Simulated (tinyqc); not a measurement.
Worked calculation: Hueckel theory of the pi electrons with the omega technique, for the molecule Nc1ccc2[nH]ccc2c1 (SMILES; centres numbered as the heavy atoms are written). One step of it, computed by the program tinyqc.

Problem. Omega technique, round 1. h_r = h_r(0) + omega q_r, omega = 1, with q_r = z_r - P_rr; 0.7 of the old diagonal is kept.

Hueckel matrix in units of beta (H = alpha + beta A), lower triangle:
```
           1N        2C        3C        4C        5C        6N        7C        8C
1N   1.580000
2C   0.900000  0.000000
3C   0.000000  1.000000  0.000000
4C   0.000000  0.000000  1.000000  0.000000
5C   0.000000  0.000000  0.000000  1.000000  0.000000
6N   0.000000  0.000000  0.000000  0.000000  0.900000  1.580000
7C   0.000000  0.000000  0.000000  0.000000  0.000000  0.900000  0.000000
8C   0.000000  0.000000  0.000000  0.000000  0.000000  0.000000  1.000000  0.000000
9C   0.000000  0.000000  0.000000  0.000000  1.000000  0.000000  0.000000  1.000000
10C  0.000000  1.000000  0.000000  0.000000  0.000000  0.000000  0.000000  0.000000

           9C       10C
9C   0.000000
10C  1.000000  0.000000
```

charge and bond-order matrix P, lower triangle:
```
            1N         2C         3C         4C         5C         6N         7C         8C
1N    1.908510
2C    0.304344   0.973043
3C   -0.163497   0.600340   1.068860
4C   -0.022363  -0.020029   0.696452   1.031209
5C    0.110137  -0.266108  -0.057680   0.610087   1.026741
6N   -0.035070   0.093555  -0.091319  -0.120543   0.377617   1.737455
7C   -0.016581   0.043174   0.188009  -0.080358  -0.269880   0.434066   0.973031
8C    0.044221  -0.108895   0.045003   0.026618  -0.079020  -0.245050   0.807785   1.144110
9C   -0.011555  -0.027717  -0.270286   0.046341   0.564897  -0.165356  -0.049466   0.488944
10C  -0.197559   0.672148   0.031301  -0.342094  -0.004990   0.070059  -0.197781  -0.069345

           9C       10C
9C   1.045211
10C  0.577830  1.091829
```

Centres:
```
centre  z_r, pi electrons of the neutral centre         h
1N                                            2  1.580000
2C                                            1  0.000000
3C                                            1  0.000000
4C                                            1  0.000000
5C                                            1  0.000000
6N                                            2  1.580000
7C                                            1  0.000000
8C                                            1  0.000000
9C                                            1  0.000000
10C                                           1  0.000000
```

Give: matrix after round 1.

Solution.

matrix after round 1, lower triangle:
```
         1N      2C       3C       4C       5C      6N      7C       8C
1N   1.6074
2C   0.9000  0.0081
3C   0.0000  1.0000  -0.0207
4C   0.0000  0.0000   1.0000  -0.0094
5C   0.0000  0.0000   0.0000   1.0000  -0.0080
6N   0.0000  0.0000   0.0000   0.0000   0.9000  1.6588
7C   0.0000  0.0000   0.0000   0.0000   0.0000  0.9000  0.0081
8C   0.0000  0.0000   0.0000   0.0000   0.0000  0.0000  1.0000  -0.0432
9C   0.0000  0.0000   0.0000   0.0000   1.0000  0.0000  0.0000   1.0000
10C  0.0000  1.0000   0.0000   0.0000   0.0000  0.0000  0.0000   0.0000

          9C      10C
9C   -0.0136
10C   1.0000  -0.0275
```
